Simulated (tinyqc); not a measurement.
The three schemes as the step is halved: finite-difference solution of the diffusion equation on a small grid. Computed by tinyqc, a small Python program. Command: `OMP_NUM_THREADS=1 python tinyqc.py 3000392 3000393 out.jsonl fdiff walk`. One thread of a shared host (Intel(R) Xeon(R) Processor @ 2.30GHz), about 0.01 s of CPU time with the checks.

dC/dt = D d2C/dx2 on nodes x_j = j dx, j = 0..8; the far end is sealed.

Inputs (values chosen for the exercise):

| quantity | value | unit |
|---|---|---|
| diffusivity D | 1.8 | nm^2/s |
| grid spacing dx | 20 | nm |
| time step dt | 510 | s |
| final time t_f | 15300 | s |
| loss velocity h | 0.081 | nm/s |

Boundary at x = 0: surface loss. Scheme: Crank-Nicolson.

start values C_j, j = 0, 1, ... (% of a reference): 72  100  72.2  9.45  1.99  0  0  0  0

Method:
- The operator M acts as (M C)_j = C_(j-1) - 2 C_j + C_(j+1); at the sealed far end a mirror node gives 2 C_(N-2) - 2 C_(N-1); at j = 0, the outward flux h C_0 gives 2 C_1 - (2 + 2 h dx/D) C_0.
- r = D dt/dx^2.
- The mode of M with eigenvalue mu has its amplitude multiplied per step by g = (1 + (1 - theta) r mu)/(1 - theta r mu), with theta = 0 explicit, 1 implicit, 1/2 Crank-Nicolson; the explicit scheme is stable for r up to 2/|mu_min|.
- With r = D dt/dx^2: (1 - theta r M) C(new) = (1 + (1 - theta) r M) C(old); theta = 0 explicit, 1 implicit, 1/2 Crank-Nicolson.
- Each run reaches t_f in n equal steps; errors are the largest difference from exp(M D t_f/dx^2) C(0). A dash marks unstable explicit runs.

largest stable r of the explicit scheme = 0.426373

Largest error at t_f (%):

| steps n | r | explicit | implicit | Crank-Nicolson |
|---|---|---|---|---|
| 4 | 17.212 | - | 1.1511 | 2.0946e+01 |
| 8 | 8.606 | - | 0.6179 | 4.2606e+00 |
| 16 | 4.303 | - | 0.3166 | 2.3210e-01 |
| 32 | 2.152 | - | 0.1600 | 1.7252e-03 |
| 64 | 1.076 | - | 0.0804 | 4.3126e-04 |
| 128 | 0.538 | - | 0.0403 | 1.0781e-04 |
| 256 | 0.269 | 0.020223 | 0.0202 | 2.6952e-05 |

What does the comparison show, and why?

From the last two rows, halving the step divides the error by 2.00 (implicit), 4.00 (Crank-Nicolson): a factor 2 marks first order in dt and 4 second order. The explicit scheme needs n of at least 162 to be stable; the other two are stable at any step.

Extremes, crossings and ranges named in words are read from the listed rows.
